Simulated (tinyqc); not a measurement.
Holstein polaron on two sites: one step, computed by the program tinyqc.

One electron on sites 1 and 2: H = -t (c1+ c2 + c2+ c1) + hbar omega sum_i b_i+ b_i - g hbar omega sum_i n_i (b_i + b_i+). The symmetric phonon shifts the energy by -g^2 hbar omega/2 and drops out; with b = (b_1 - b_2)/sqrt(2) there remains H = -t sigma_x + hbar omega b+ b - (g hbar omega/sqrt(2)) sigma_z (b + b+). Parity splits it into blocks p = +1 and -1 over phonon numbers n. Zero-point energies are left out. Weights Z refer to mode b alone; the displaced symmetric mode multiplies the full zero-phonon weight by exp(-g^2/2).

Question. The even block in a small basis. Block p: H_nn = n hbar omega - p t (-1)^n - g^2 hbar omega/2, H_(n,n+1) = -(g hbar omega/sqrt(2)) sqrt(n + 1). Take p = +1 and n = 0..N-1.

Inputs (values chosen for the exercise, for a model dimer):
```
quantity                  value  unit
hopping t                    20   meV
phonon energy hbar omega    119   meV
coupling g                0.202     -
phonon levels kept N          6     -
```

Give: H, even block.

Answer.

H, even block (meV), lower triangle (symmetric):
```
        1       2       3       4       5       6
1  -22.43
2  -17.00  136.57
3    0.00  -24.04  215.57
4    0.00    0.00  -29.44  374.57
5    0.00    0.00    0.00  -33.99  453.57
6    0.00    0.00    0.00    0.00  -38.01  612.57
```
